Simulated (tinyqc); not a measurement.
Inside a calculation. Method: Hueckel theory of the pi electrons, for the molecule Nc1cc[cH+]c(Cl)cc1 (SMILES; centres numbered as the heavy atoms are written). One step of it, computed by the program tinyqc.

Problem. Energy, charges, bond orders. E = sum n x; q_r = z_r - P_rr; bond order p = P_rs; free valence = sqrt(3) - sum of p over the bonds of the atom.

x values: 2.261529  2.094898  1.637216  1.236364  0.941452  -0.455562  -0.541882  -1.813374  -1.860641

occupations: 2.000000  2.000000  2.000000  2.000000  2.000000  0.000000  0.000000  0.000000  0.000000

charge and bond-order matrix P, lower triangle:
```
            1N         2C         3C         4C         5C        6C        7Cl        8C
1N    1.881356
2C    0.362206   0.825889
3C   -0.152838   0.596828   0.904884
4C   -0.114000   0.152771   0.669875   0.871145
5C    0.104054  -0.214438   0.119031   0.627645   0.891764
6C    0.098531  -0.204964  -0.256668   0.139650   0.656351  0.868628
7Cl  -0.016984   0.038651   0.049697  -0.041924  -0.077684  0.149095   1.979477
8C   -0.113435   0.150570  -0.204223  -0.211193   0.147588  0.613076  -0.068465  0.877861
9C   -0.148228   0.588890   0.196046  -0.196286  -0.254467  0.129436  -0.040794  0.678898

          9C
9C  0.898996
```

Centres:
```
centre  z_r, pi electrons of the neutral centre         h
1N                                            2  1.500000
2C                                            1  0.000000
3C                                            1  0.000000
4C                                            1  0.000000
5C                                            1  0.000000
6C                                            1  0.000000
7Cl                                           2  2.000000
8C                                            1  0.000000
9C                                            1  0.000000
```

Bonds:
```
i  j         k
1  2  0.800000
2  3         1
3  4         1
4  5         1
5  6         1
6  7  0.400000
6  8         1
8  9         1
9  2         1
```

Give: pi energy = 10 alpha + this times beta; pi charges; Bond orders and lengths from R = 1.517 - 0.180 p; free valence of the carbons; gap between the highest filled and the next level.

Solution.

pi energy = 10 alpha + this times beta = 16.343

pi charges: 1N 0.119, 2C 0.174, 3C 0.095, 4C 0.129, 5C 0.108, 6C 0.131, 7Cl 0.021, 8C 0.122, 9C 0.101

Bond orders and lengths from R = 1.517 - 0.180 p (angstrom, C-C alone):
```
bond      p      R
1-2   0.362      -
2-3   0.597  1.410
3-4   0.670  1.396
4-5   0.628  1.404
5-6   0.656  1.399
6-7   0.149      -
6-8   0.613  1.407
8-9   0.679  1.395
9-2   0.589  1.411
```

free valence of the carbons: 2C 0.184, 3C 0.465, 4C 0.435, 5C 0.448, 6C 0.314, 8C 0.440, 9C 0.464

gap between the highest filled and the next level = 1.397 |beta|
